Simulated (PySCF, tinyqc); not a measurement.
G0W0 on RHF in the 6-31g basis, for H3+, spin multiplicity 1, step by step (part 1 of 2). The lowest restricted solution is unstable here: a spin-polarised one lies 0.0007 hartree lower (PySCF). Computed by tinyqc, a small Python program that keeps every step (integrals from PySCF). Settings: charge = 1, multiplicity = 1, basis = 6-31g, method = RHF, energy threshold = 1e-10, iteration cap = 59, orthogonalisation = symmetric, start = core, DIIS depth = 6. Command: `OMP_NUM_THREADS=1 python tinyqc.py 21444 21445 out.jsonl` (the two numbers bound the seeds that draw the settings). One thread of a shared host (Intel(R) Xeon(R) Processor @ 2.60GHz), about 0.08 s of CPU time with the checks. Later iterations appear only in the table of the cycle.

## One-electron integrals

Geometry (angstrom):
```
atom         x         y          z
H     0.000000  0.000000   0.000000
H     0.000000  0.000000   1.119000
H     0.000000  0.835000  -0.823000
```

Basis 6-31g: exponents (1/bohr^2) and contraction coefficients of normalised primitives:
```
element  l (shell)   exponent  coefficient
H            s (1)  18.731137     0.033495
H            s (1)   2.825394     0.234727
H            s (1)   0.640122     0.813757
H            s (2)   0.161278     1.000000
```

Overlap, kinetic and nuclear-attraction integrals over the contracted functions; the nuclear repulsion is the sum of Za Zb / Rab.

nuclear repulsion = 1.17459068 hartree

overlap S, lower triangle:
```
          1H 1s     1H 2s     2H 1s     2H 2s     3H 1s     3H 2s
1H 1s  1.000000
1H 2s  0.658292  1.000000
2H 1s  0.184440  0.365810  1.000000
2H 2s  0.365810  0.697271  0.658292  1.000000
3H 1s  0.158392  0.345414  0.004071  0.081252  1.000000
3H 2s  0.345414  0.673124  0.081252  0.276152  0.658292  1.000000
```

kinetic energy T (hartree), lower triangle:
```
           1H 1s     1H 2s      2H 1s      2H 2s     3H 1s     3H 2s
1H 1s   1.395678
1H 2s   0.259735  0.241917
2H 1s  -0.017568  0.087513   1.395678
2H 2s   0.087513  0.128133   0.259735   0.241917
3H 1s  -0.030488  0.077413  -0.009710  -0.012560  1.395678
3H 2s   0.077413  0.119869  -0.012560   0.009495  0.259735  0.241917
```

nuclear attraction V (hartree), lower triangle:
```
           1H 1s      1H 2s      2H 1s      2H 2s      3H 1s      3H 2s
1H 1s  -2.577148
1H 2s  -1.347364  -1.488897
2H 1s  -0.396839  -0.699583  -2.376240
2H 2s  -0.744747  -1.022173  -1.216358  -1.321461
3H 1s  -0.332183  -0.651755  -0.008076  -0.152251  -2.354802
3H 2s  -0.698647  -0.982177  -0.154519  -0.410969  -1.202900  -1.308283
```

core Hamiltonian H = T + V (hartree), lower triangle:
```
           1H 1s      1H 2s      2H 1s      2H 2s      3H 1s      3H 2s
1H 1s  -1.181470
1H 2s  -1.087629  -1.246980
2H 1s  -0.414408  -0.612070  -0.980562
2H 2s  -0.657234  -0.894040  -0.956623  -1.079544
3H 1s  -0.362671  -0.574342  -0.017786  -0.164811  -0.959124
3H 2s  -0.621234  -0.862308  -0.167079  -0.401474  -0.943165  -1.066366
```

## Two-electron integrals

Functions are numbered as in S; the eight-fold symmetry (ij|kl) = (ji|kl) = (kl|ij) leaves the list below.

Two-electron integrals (ij|kl) in chemists' order, unique and non-zero (hartree):
```
(11|11) 1.076566   (21|11) 0.578470   (21|21) 0.329423   (22|11) 0.587396
(22|21) 0.361304   (22|22) 0.453150   (31|11) 0.142399   (31|21) 0.083950
(31|22) 0.096735   (31|31) 0.031297   (32|11) 0.197591   (32|21) 0.124375
(32|22) 0.161757   (32|31) 0.051355   (32|32) 0.100652   (33|11) 0.468711
(33|21) 0.303275   (33|22) 0.416113   (33|31) 0.142399   (33|32) 0.310802
(33|33) 1.076566   (41|11) 0.310802   (41|21) 0.178370   (41|22) 0.198051
(41|31) 0.051355   (41|32) 0.078468   (41|33) 0.197591   (41|41) 0.100652
(42|11) 0.371603   (42|21) 0.231292   (42|22) 0.297965   (42|31) 0.073918
(42|32) 0.134840   (42|33) 0.371603   (42|41) 0.134840   (42|42) 0.220316
(43|11) 0.303275   (43|21) 0.194808   (43|22) 0.265725   (43|31) 0.083950
(43|32) 0.178370   (43|33) 0.578470   (43|41) 0.124375   (43|42) 0.231292
(43|43) 0.329423   (44|11) 0.416113   (44|21) 0.265725   (44|22) 0.364246
(44|31) 0.096735   (44|32) 0.198051   (44|33) 0.587396   (44|41) 0.161757
(44|42) 0.297965   (44|43) 0.361304   (44|44) 0.453150   (51|11) 0.119553
(51|21) 0.070844   (51|22) 0.082309   (51|31) 0.014619   (51|32) 0.022064
(51|33) 0.053050   (51|41) 0.035496   (51|42) 0.047108   (51|43) 0.034846
(51|44) 0.051344   (51|51) 0.022970   (52|11) 0.180417   (52|21) 0.114077
(52|22) 0.149914   (52|31) 0.023964   (52|32) 0.038778   (52|33) 0.095553
(52|41) 0.057148   (52|42) 0.084419   (52|43) 0.062849   (52|44) 0.094248
(52|51) 0.041260   (52|52) 0.089655   (53|11) 0.003344   (53|21) 0.001950
(53|22) 0.002196   (53|31) 0.000540   (53|32) 0.000819   (53|33) 0.002013
(53|41) 0.001091   (53|42) 0.001469   (53|43) 0.001288   (53|44) 0.001730
(53|51) 0.000472   (53|52) 0.000779   (53|53) 0.000015   (54|11) 0.047098
(54|21) 0.029308   (54|22) 0.037245   (54|31) 0.006412   (54|32) 0.010247
(54|33) 0.025121   (54|41) 0.014975   (54|42) 0.021728   (54|43) 0.016495
(54|44) 0.024427   (54|51) 0.009991   (54|52) 0.020416   (54|53) 0.000210
(54|54) 0.004862   (55|11) 0.448510   (55|21) 0.291249   (55|22) 0.404667
(55|31) 0.060660   (55|32) 0.100617   (55|33) 0.250331   (55|41) 0.144775
(55|42) 0.222726   (55|43) 0.164784   (55|44) 0.249473   (55|51) 0.119553
(55|52) 0.292516   (55|53) 0.002013   (55|54) 0.063475   (55|55) 1.076566
(61|11) 0.292516   (61|21) 0.168001   (61|22) 0.186759   (61|31) 0.039554
(61|32) 0.058530   (61|33) 0.141208   (61|41) 0.088443   (61|42) 0.114730
(61|43) 0.091665   (61|44) 0.128954   (61|51) 0.041260   (61|52) 0.068550
(61|53) 0.001040   (61|54) 0.017322   (61|55) 0.180417   (61|61) 0.089655
(62|11) 0.355490   (62|21) 0.221498   (62|22) 0.286044   (62|31) 0.052970
(62|32) 0.087086   (62|33) 0.218297   (62|41) 0.116546   (62|42) 0.174680
(62|43) 0.141928   (62|44) 0.204630   (62|51) 0.061229   (62|52) 0.122482
(62|53) 0.001430   (62|54) 0.029232   (62|55) 0.355490   (62|61) 0.122482
(62|62) 0.205321   (63|11) 0.048808   (63|21) 0.030200   (63|22) 0.037933
(63|31) 0.011709   (63|32) 0.021586   (63|33) 0.063475   (63|41) 0.018710
(63|42) 0.030345   (63|43) 0.037115   (63|44) 0.042475   (63|51) 0.005620
(63|52) 0.009741   (63|53) 0.000210   (63|54) 0.002603   (63|55) 0.025121
(63|61) 0.014549   (63|62) 0.021263   (63|63) 0.004862   (64|11) 0.152471
(64|21) 0.094503   (64|22) 0.120580   (64|31) 0.026454   (64|32) 0.045446
(64|33) 0.118629   (64|41) 0.052677   (64|42) 0.081825   (64|43) 0.075536
(64|44) 0.102777   (64|51) 0.022900   (64|52) 0.043097   (64|53) 0.000643
(64|54) 0.010894   (64|55) 0.118629   (64|61) 0.049976   (64|62) 0.079434
(64|63) 0.010894   (64|64) 0.034557   (65|11) 0.291249   (65|21) 0.187813
(65|22) 0.259044   (65|31) 0.039859   (65|32) 0.066183   (65|33) 0.164784
(65|41) 0.094189   (65|42) 0.144925   (65|43) 0.108451   (65|44) 0.163763
(65|51) 0.070844   (65|52) 0.168001   (65|53) 0.001288   (65|54) 0.037115
(65|55) 0.578470   (65|61) 0.114077   (65|62) 0.221498   (65|63) 0.016495
(65|64) 0.075536   (65|65) 0.329423   (66|11) 0.404667   (66|21) 0.259044
(66|22) 0.357346   (66|31) 0.058901   (66|32) 0.099298   (66|33) 0.249473
(66|41) 0.133544   (66|42) 0.209490   (66|43) 0.163763   (66|44) 0.244503
(66|51) 0.082309   (66|52) 0.186759   (66|53) 0.001730   (66|54) 0.042475
(66|55) 0.587396   (66|61) 0.149914   (66|62) 0.286044   (66|63) 0.024427
(66|64) 0.102777   (66|65) 0.361304   (66|66) 0.453150
```

## Orthogonalisation

S = U s U^T; symmetric (Loewdin) form X = U s^(-1/2) U^T, so that X^T S X = 1.

eigenvalues of S: 0.099780  0.267076  0.401019  0.818359  1.453271  2.960494

X, lower triangle:
```
           1H 1s      1H 2s      2H 1s     2H 2s      3H 1s     3H 2s
1H 1s   1.270500
1H 2s  -0.576587   2.158559
2H 1s  -0.009694  -0.004924   1.255459
2H 2s   0.053716  -0.741112  -0.494101  1.645384
3H 1s   0.002048  -0.005077  -0.000354  0.041990   1.255184
3H 2s   0.050536  -0.703941   0.044505  0.118454  -0.495335  1.610949
```

## Starting guess

The start is the orbitals of the core Hamiltonian; D = 2 C_occ C_occ^T.

D at the start, lower triangle:
```
          1H 1s     1H 2s     2H 1s     2H 2s     3H 1s     3H 2s
1H 1s  0.418277
1H 2s  0.361759  0.312878
2H 1s  0.202307  0.174971  0.097849
2H 2s  0.051046  0.044149  0.024689  0.006230
3H 1s  0.175571  0.151848  0.084918  0.021427  0.073696
3H 2s  0.043652  0.037754  0.021113  0.005327  0.018323  0.004556
```

## Iteration 1: building the Fock matrix

J_ij = sum D_kl (ij|kl), K_ij = sum D_kl (ik|jl); F = H + J - 0.5 K; E = tr D H + tr D J / 2 - 0.25 tr D K + E_nn.

Coulomb J (hartree), lower triangle:
```
          1H 1s     1H 2s     2H 1s     2H 2s     3H 1s     3H 2s
1H 1s  1.508348
1H 2s  0.874731  1.005398
2H 1s  0.238860  0.383094  1.010041
2H 2s  0.481173  0.667354  0.625770  0.812772
3H 1s  0.197260  0.341892  0.005345  0.085740  0.935332
3H 2s  0.449737  0.631072  0.090166  0.269937  0.585199  0.776364
```

exchange K (hartree), lower triangle:
```
          1H 1s     1H 2s     2H 1s     2H 2s     3H 1s     3H 2s
1H 1s  1.224553
1H 2s  0.966879  0.870007
2H 1s  0.438726  0.439734  0.414990
2H 2s  0.633440  0.596070  0.398318  0.467258
3H 1s  0.374488  0.376435  0.129446  0.213606  0.326075
3H 2s  0.588244  0.552059  0.230259  0.345545  0.326505  0.406789
```

Fock matrix F (hartree), lower triangle:
```
           1H 1s      1H 2s      2H 1s      2H 2s      3H 1s      3H 2s
1H 1s  -0.285399
1H 2s  -0.696338  -0.676585
2H 1s  -0.394911  -0.448844  -0.178016
2H 2s  -0.492781  -0.524721  -0.530012  -0.500401
3H 1s  -0.352655  -0.420668  -0.077164  -0.185874  -0.186830
3H 2s  -0.465619  -0.507265  -0.192043  -0.304309  -0.521219  -0.493397
```

total energy of this density = -1.12284310 hartree

## Iteration 1: diagonalisation and new density

Diagonalise F' = X^T F X, C = X C', fill 1 alpha and 1 beta electrons from the bottom; D = 2 C_occ C_occ^T. Each column has its largest component positive (the first on a tie).

F' = X^T F X (hartree), lower triangle:
```
           1          2          3          4          5          6
1   0.269697
2  -0.662423   0.074525
3  -0.184837  -0.140940   0.254171
4  -0.102859  -0.166617  -0.508992   0.008110
5  -0.147180  -0.136144   0.007030   0.002049   0.226991
6  -0.099452  -0.159776   0.001988  -0.076380  -0.502504  -0.005412
```

orbital energies (hartree): MO1 -0.868307, MO2 -0.358950, MO3 -0.078767, MO4 0.603264, MO5 0.669584, MO6 0.861259

coefficients C:
```
            MO1        MO2        MO3        MO4        MO5        MO6
1H 1s  0.324449  -0.016117   0.233163   0.258264   0.154655  -1.304473
1H 2s  0.383395  -0.040322   1.488001  -0.028897  -0.186278   1.907449
2H 1s  0.220315  -0.274584  -0.131927   0.717641   1.027001   0.333665
2H 2s  0.133290  -0.519187  -1.075331  -0.578896  -1.014440  -0.843495
3H 1s  0.207027   0.304187  -0.112294   1.020733  -0.781495   0.148347
3H 2s  0.130945   0.600984  -0.957716  -0.898591   0.916307  -0.641858
```

D after iteration 1, lower triangle:
```
          1H 1s     1H 2s     2H 1s     2H 2s     3H 1s     3H 2s
1H 1s  0.210534
1H 2s  0.248784  0.293983
2H 1s  0.142962  0.168935  0.097077
2H 2s  0.086492  0.102206  0.058732  0.035533
3H 1s  0.134340  0.158746  0.091222  0.055190  0.085721
3H 2s  0.084970  0.100408  0.057698  0.034908  0.054219  0.034293
```

## Iteration 7 (converged): orbitals

converged F (hartree), lower triangle:
```
           1H 1s      1H 2s      2H 1s      2H 2s      3H 1s      3H 2s
1H 1s  -0.323129
1H 2s  -0.711357  -0.724834
2H 1s  -0.393884  -0.471218  -0.214664
2H 2s  -0.503313  -0.563709  -0.563519  -0.542558
3H 1s  -0.358648  -0.446202  -0.086928  -0.202936  -0.210724
3H 2s  -0.480309  -0.547067  -0.207043  -0.331658  -0.552867  -0.532715
```

As before.

F' = X^T F X (hartree), lower triangle:
```
           1          2          3          4          5          6
1   0.215587
2  -0.633633   0.028456
3  -0.172221  -0.145269   0.227124
4  -0.104766  -0.180391  -0.523718  -0.012522
5  -0.141679  -0.143379   0.003172  -0.003472   0.218460
6  -0.104499  -0.175175  -0.002796  -0.083740  -0.521049  -0.018758
```

orbital energies (hartree): MO1 -0.913656, MO2 -0.381218, MO3 -0.097096, MO4 0.597989, MO5 0.666961, MO6 0.785367

coefficients C:
```
            MO1        MO2        MO3        MO4        MO5        MO6
1H 1s  0.311031  -0.010985   0.257480   0.371356   0.151323  -1.276009
1H 2s  0.369472  -0.013839   1.462420  -0.164437  -0.234886   1.918091
2H 1s  0.217479  -0.284278  -0.141000   0.841348   0.891885   0.413635
2H 2s  0.149890  -0.534744  -1.036212  -0.683169  -0.888830  -0.938328
3H 1s  0.206176   0.301471  -0.129112   0.877239  -0.933513   0.177703
3H 2s  0.149344   0.580474  -0.946705  -0.711880   1.065188  -0.676543
```

D after iteration 7, lower triangle:
```
          1H 1s     1H 2s     2H 1s     2H 2s     3H 1s     3H 2s
1H 1s  0.193480
1H 2s  0.229834  0.273019
2H 1s  0.135285  0.160705  0.094594
2H 2s  0.093241  0.110761  0.065196  0.044934
3H 1s  0.128254  0.152353  0.089678  0.061808  0.085017
3H 2s  0.092901  0.110357  0.064958  0.044770  0.061582  0.044607
```

## Convergence

Stop when the energy changes by less than 1e-10 hartree and every element of the error matrix X^T (F D S - S D F) X is below 3e-06.

Course of the cycle:
```
iteration  E (hartree)     change  largest element of the error matrix
1          -1.12284310          -                             2.17e-01
2          -1.17082128  -4.80e-02                             1.69e-02
3          -1.17142523  -6.04e-04                             1.36e-03
4          -1.17142899  -3.76e-06                             9.96e-05
5          -1.17142900  -9.48e-09                             7.33e-06
6          -1.17142900  -1.15e-10                             1.67e-07
7          -1.17142900  -4.66e-14                             1.76e-09
```

PySCF RHF in the same basis = -1.17142900 hartree

Converged in 7 iterations.

## Populations, bond orders and dipole

Mulliken: Z minus the diagonal of D S on the atom; Loewdin: the same with S^(1/2) D S^(1/2); Mayer order: 2 sum_s sum (D(s) S)_ij (D(s) S)_ji over the two atoms.

Charges (e):
```
atom   Mulliken    Loewdin
1H    -0.143486  -0.041471
2H     0.556529   0.502556
3H     0.586956   0.538915
```

Mayer bond orders:
```
pair     order
2-1   0.507102
3-1   0.472310
3-2   0.183173
```

dipole moment about the origin, x y z (debye): 0.000000  2.303037  0.637145

## Integrals over molecular orbitals

(pq|rs) = sum C_ip C_jq C_kr C_ls (ij|kl), one index at a time.

one-electron integrals over orbitals h = C^T H C (hartree), lower triangle:
```
           1          2          3          4          5          6
1  -1.432364
2   0.007834  -1.094898
3  -0.071207  -0.004337  -0.827395
4  -0.065026  -0.000365   0.078961  -0.182650
5  -0.013164   0.126520  -0.013019  -0.014559  -0.075980
6   0.075691   0.010758   0.175775   0.026074   0.017505  -0.169678
```

Two-electron integrals over orbitals (pq|rs), unique and non-zero (hartree):
```
(11|11) 0.518707    (21|11) -0.007834   (21|21) 0.118810    (22|11) 0.416245
(22|21) 0.009610    (22|22) 0.433363    (31|11) 0.071207    (31|21) 0.001676
(31|22) -0.022830   (31|31) 0.082086    (32|11) 0.003007    (32|21) -0.089250
(32|22) -0.008000   (32|31) -0.004274   (32|32) 0.088765    (33|11) 0.406192
(33|21) -0.007747   (33|22) 0.360470    (33|31) 0.035295    (33|32) 0.006000
(33|33) 0.362219    (41|11) 0.065026    (41|21) -0.001471   (41|22) 0.074739
(41|31) -0.011378   (41|32) 0.000542    (41|33) 0.040166    (41|41) 0.049474
(42|11) -0.000553   (42|21) 0.069335    (42|22) 0.010264    (42|31) 0.000362
(42|32) -0.048276   (42|33) -0.000940   (42|41) 0.001948    (42|42) 0.076212
(43|11) -0.045170   (43|21) -0.000213   (43|22) -0.050380   (43|31) 0.003054
(43|32) -0.000050   (43|33) -0.028705   (43|41) -0.025165   (43|42) -0.001543
(43|43) 0.029859    (44|11) 0.415056    (44|21) 0.004692    (44|22) 0.417940
(44|31) -0.012823   (44|32) -0.003851   (44|33) 0.350335    (44|41) 0.078410
(44|42) 0.008822    (44|43) -0.057032   (44|44) 0.429434    (51|11) 0.013164
(51|21) -0.051748   (51|22) -0.001421   (51|31) 0.004496    (51|32) 0.035150
(51|33) 0.008297    (51|41) 0.003186    (51|42) -0.056918   (51|43) 0.000589
(51|44) 0.000088    (51|51) 0.044717    (52|11) -0.089134   (52|21) -0.005030
(52|22) -0.100538   (52|31) 0.014770    (52|32) 0.002740    (52|33) -0.050985
(52|41) -0.058526   (52|42) -0.008751   (52|43) 0.041123    (52|44) -0.112218
(52|51) 0.002339    (52|52) 0.081564    (53|11) 0.008758    (53|21) 0.020812
(53|22) 0.004774    (53|31) 0.004934    (53|32) -0.005686   (53|33) 0.005342
(53|41) 0.001824    (53|42) 0.037678    (53|43) 0.001187    (53|44) 0.004959
(53|51) -0.026332   (53|52) -0.004340   (53|53) 0.028744    (54|11) 0.008872
(54|21) -0.142406   (54|22) -0.016874   (54|31) 0.001706    (54|32) 0.114946
(54|33) 0.008903    (54|41) -0.001959   (54|42) -0.099565   (54|43) 0.001417
(54|44) -0.011696   (54|51) 0.074359    (54|52) 0.010885    (54|53) -0.031949
(54|54) 0.198300    (55|11) 0.393829    (55|21) 0.007570    (55|22) 0.415942
(55|31) -0.025478   (55|32) -0.007071   (55|33) 0.341760    (55|41) 0.082526
(55|42) 0.011545    (55|43) -0.055246   (55|44) 0.422435    (55|51) -0.002615
(55|52) -0.111266   (55|53) 0.004136    (55|54) -0.017328   (55|55) 0.424084
(61|11) -0.075691   (61|21) -0.004718   (61|22) 0.002832    (61|31) -0.062821
(61|32) 0.006553    (61|33) -0.043943   (61|41) -0.005164   (61|42) -0.005900
(61|43) -0.017627   (61|44) 0.002879    (61|51) -0.004596   (61|52) -0.009450
(61|53) -0.011429   (61|54) 0.005677    (61|55) 0.009732    (61|61) 0.093276
(62|11) -0.007738   (62|21) 0.039349    (62|22) -0.007702   (62|31) 0.005695
(62|32) -0.025311   (62|33) -0.005432   (62|41) -0.006588   (62|42) 0.033405
(62|43) 0.004878    (62|44) -0.009774   (62|51) -0.024655   (62|52) 0.005953
(62|53) 0.018342    (62|54) -0.051605   (62|55) -0.009817   (62|61) -0.007460
(62|62) 0.021737    (63|11) -0.119298   (63|21) 0.007486    (63|22) -0.058094
(63|31) -0.042785   (63|32) -0.002256   (63|33) -0.066078   (63|41) -0.033859
(63|42) 0.006013    (63|43) 0.007889    (63|44) -0.062923   (63|51) -0.013670
(63|52) 0.034698    (63|53) -0.003491   (63|54) -0.009640   (63|55) -0.054163
(63|61) 0.068184    (63|62) 0.004726    (63|63) 0.080113    (64|11) -0.015619
(64|21) -0.015280   (64|22) 0.036110    (64|31) -0.047970   (64|32) 0.014015
(64|33) -0.004633   (64|41) 0.024875    (64|42) -0.009806   (64|43) -0.011581
(64|44) 0.035626    (64|51) 0.006156    (64|52) -0.030357   (64|53) -0.006039
(64|54) 0.017760    (64|55) 0.045272    (64|61) 0.036057    (64|62) -0.011294
(64|63) 0.012695    (64|64) 0.042921    (65|11) -0.011050   (65|21) -0.050819
(65|22) 0.003961    (65|31) -0.020455   (65|32) 0.046652    (65|33) -0.003791
(65|41) 0.005155    (65|42) -0.039667   (65|43) -0.004148   (65|44) 0.005891
(65|51) 0.029012    (65|52) -0.005464   (65|53) -0.012087   (65|54) 0.072525
(65|55) 0.006436    (65|61) 0.022557    (65|62) -0.018981   (65|63) 0.008189
(65|64) 0.022279    (65|65) 0.037617    (66|11) 0.524161    (66|21) -0.020007
(66|22) 0.364100    (66|31) 0.125654    (66|32) 0.011437    (66|33) 0.414714
(66|41) 0.056615    (66|42) -0.010999   (66|43) -0.028573   (66|44) 0.373209
(66|51) 0.026607    (66|52) -0.062024   (66|53) 0.010954    (66|54) 0.029744
(66|55) 0.347897    (66|61) -0.143176   (66|62) -0.006149   (66|63) -0.156343
(66|64) -0.056029   (66|65) -0.022438   (66|66) 0.630869
```

## Screening: direct RPA

With D = e_a - e_i and K = (ia|jb): diagonalise D^(1/2) (D + 4K) D^(1/2) = Z w^2 Z^T; X + Y = D^(1/2) Z w^(-1/2), each column of Z with its largest component positive (the first on a tie); E_c = (sum w - tr (D + 2K)) / 2.

D^(1/2) (D + 4K) D^(1/2) (hartree^2), lower triangle:
```
           1>2        1>3        1>4        1>5       1>6
1>2   0.536527
1>3   0.004420   0.934883
1>4  -0.005279  -0.050563   2.584218
1>5  -0.189891   0.020431   0.019697   2.781072
1>6  -0.017950  -0.295978  -0.033105  -0.030128  3.520595
```

excitation energies w (hartree): 0.721379  0.948464  1.607344  1.672585  1.885796

X + Y:
```
             1          2          3          4          5
1>2   0.856030   0.007780   0.003031  -0.047303  -0.001811
1>3  -0.011095   0.921405  -0.025240   0.000961  -0.073588
1>4   0.002295   0.040583   0.965228   0.082260  -0.025789
1>5   0.124122  -0.010676  -0.086555   0.964098  -0.037918
1>6   0.008889   0.150600   0.021871   0.044111   0.942012
```

RPA correlation energy = -0.04072098 hartree
